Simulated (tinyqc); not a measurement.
# Trap density from two Hall measurements

Problem. p-type body, charge-sheet picture, full ionisation (an idealisation for deep acceptors), Boltzmann statistics for free electrons. e = Ec - EF at the surface. psi = Eg - Vt ln(Nv/Na) - e; N_dep = sqrt(2 eps0 eps_r Na (psi - Vt)/q); n_f = sqrt(N_dep^2 + 2 eps0 eps_r Vt Nc exp(-e/Vt)/q) - N_dep; Vg = Vfb + psi + q (N_dep + n_t + n_f)/Cox, Cox = eps0 eox/tox. Find e and n_t at both points and the mean trap density between them.

Parameters, values chosen for the exercise; band and dielectric values close to those of 4H silicon carbide:
- T = 300 K (temperature)
- Eg = 3.28 eV (band gap)
- eps_r = 9.6 (relative permittivity)
- Nc = 1.72e19 cm^-3 (conduction-band density of states at T)
- Nv = 2.5e19 cm^-3 (valence-band density of states at T)
- eox = 3.9 (relative permittivity of the insulator)
- tox = 45 nm (insulator thickness)
- Na = 7.6e15 cm^-3 (acceptor density)
- Vfb = -2.56 V (flat-band voltage without trapped charge)

Constants: q = 1.602176634e-19 C, kB = 1.380649e-23 J/K, Vt = kB T/q, eps0 = 8.8541878128e-14 F/cm where lengths are in cm. Results are converted to the units shown.

Vg (V): 1.9752008  2.7216522
free sheet density from the Hall effect (cm^-2): 4.1051617e8  1.6280905e10

Solution. Each n_f fixes e; what the gate voltage holds beyond psi, N_dep and n_f is trapped; the difference quotient is the density, smeared over a few Vt.

e (eV): 0.2430  0.1470
n_t (cm^-2): 3.421e11  6.297e11
mean trap density = 2.996e12 cm^-2 eV^-1

Computed by the program tinyqc: `OMP_NUM_THREADS=1 python tinyqc.py 2222124 2222125 out.jsonl`, one thread of a shared Intel Xeon 2.30GHz, about 0.02 s for the whole run.
